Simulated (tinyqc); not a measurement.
Inside a calculation. Method: UHF in the sto-3g basis, for H4+, spin multiplicity 2. This run ends on a higher stationary point, not on the lowest solution. One step of it, computed by the program tinyqc.

Problem. Iteration 1: building the Fock matrix. J_ij = sum D_kl (ij|kl) with D = D(alpha) + D(beta), K_ij = sum D_kl (ik|jl) for each spin; F = H + J - K(s); E = tr D H + tr D J / 2 - 0.5 sum_s tr D(s) K(s) + E_nn.

D(alpha) at the start:
```
           1H 1s      2H 1s      3H 1s      4H 1s
1H 1s   0.682810  -0.682810  -0.091895   0.091895
2H 1s  -0.682810   0.682810   0.091895  -0.091895
3H 1s  -0.091895   0.091895   0.682810  -0.682810
4H 1s   0.091895  -0.091895  -0.682810   0.682810
```

D(beta) at the start:
```
           1H 1s      2H 1s      3H 1s      4H 1s
1H 1s   0.387353  -0.387353  -0.387353   0.387353
2H 1s  -0.387353   0.387353   0.387353  -0.387353
3H 1s  -0.387353   0.387353   0.387353  -0.387353
4H 1s   0.387353  -0.387353  -0.387353   0.387353
```

core Hamiltonian H = T + V (hartree):
```
           1H 1s      2H 1s      3H 1s      4H 1s
1H 1s  -1.338037  -0.457223  -0.301632  -0.130975
2H 1s  -0.457223  -1.338037  -0.130975  -0.301632
3H 1s  -0.301632  -0.130975  -1.338037  -0.457223
4H 1s  -0.130975  -0.301632  -0.457223  -1.338037
```

Two-electron integrals (ij|kl) in chemists' order, unique and non-zero (hartree):
```
(11|11) 0.774606   (21|11) 0.136039   (21|21) 0.036626   (22|11) 0.344360
(22|21) 0.136039   (22|22) 0.774606   (31|11) 0.082658   (31|21) 0.016934
(31|22) 0.049310   (31|31) 0.014905   (32|11) 0.025890   (32|21) 0.007334
(32|22) 0.028539   (32|31) 0.004934   (32|32) 0.002175   (33|11) 0.293640
(33|21) 0.068272   (33|22) 0.226021   (33|31) 0.082658   (33|32) 0.028539
(33|33) 0.774606   (41|11) 0.028539   (41|21) 0.007334   (41|22) 0.025890
(41|31) 0.004934   (41|32) 0.002127   (41|33) 0.025890   (41|41) 0.002175
(42|11) 0.049310   (42|21) 0.016934   (42|22) 0.082658   (42|31) 0.008891
(42|32) 0.004934   (42|33) 0.049310   (42|41) 0.004934   (42|42) 0.014905
(43|11) 0.068272   (43|21) 0.018250   (43|22) 0.068272   (43|31) 0.016934
(43|32) 0.007334   (43|33) 0.136039   (43|41) 0.007334   (43|42) 0.016934
(43|43) 0.036626   (44|11) 0.226021   (44|21) 0.068272   (44|22) 0.293640
(44|31) 0.049310   (44|32) 0.025890   (44|33) 0.344360   (44|41) 0.028539
(44|42) 0.082658   (44|43) 0.136039   (44|44) 0.774606
```

nuclear repulsion = 1.74633695 hartree

Give: Coulomb J; exchange K(alpha); exchange K(beta); F(alpha); F(beta); total energy of this density.

Solution.

Coulomb J (hartree):
```
        1H 1s   2H 1s   3H 1s   4H 1s
1H 1s  1.2420  0.3014  0.1966  0.0798
2H 1s  0.3014  1.2420  0.0798  0.1966
3H 1s  0.1966  0.0798  1.2420  0.3014
4H 1s  0.0798  0.1966  0.3014  1.2420
```

exchange K(alpha) (hartree):
```
         1H 1s    2H 1s    3H 1s    4H 1s
1H 1s   0.3649  -0.0726   0.0476  -0.0052
2H 1s  -0.0726   0.3649  -0.0052   0.0476
3H 1s   0.0476  -0.0052   0.3649  -0.0726
4H 1s  -0.0052   0.0476  -0.0726   0.3649
```

exchange K(beta) (hartree):
```
         1H 1s    2H 1s    3H 1s    4H 1s
1H 1s   0.1771  -0.0319  -0.0342   0.0335
2H 1s  -0.0319   0.1771   0.0335  -0.0342
3H 1s  -0.0342   0.0335   0.1771  -0.0319
4H 1s   0.0335  -0.0342  -0.0319   0.1771
```

F(alpha) (hartree):
```
         1H 1s    2H 1s    3H 1s    4H 1s
1H 1s  -0.4609  -0.0832  -0.1527  -0.0460
2H 1s  -0.0832  -0.4609  -0.0460  -0.1527
3H 1s  -0.1527  -0.0460  -0.4609  -0.0832
4H 1s  -0.0460  -0.1527  -0.0832  -0.4609
```

F(beta) (hartree):
```
         1H 1s    2H 1s    3H 1s    4H 1s
1H 1s  -0.2732  -0.1239  -0.0709  -0.0847
2H 1s  -0.1239  -0.2732  -0.0847  -0.0709
3H 1s  -0.0709  -0.0847  -0.2732  -0.1239
4H 1s  -0.0847  -0.0709  -0.1239  -0.2732
```

total energy of this density = -0.598028 hartree
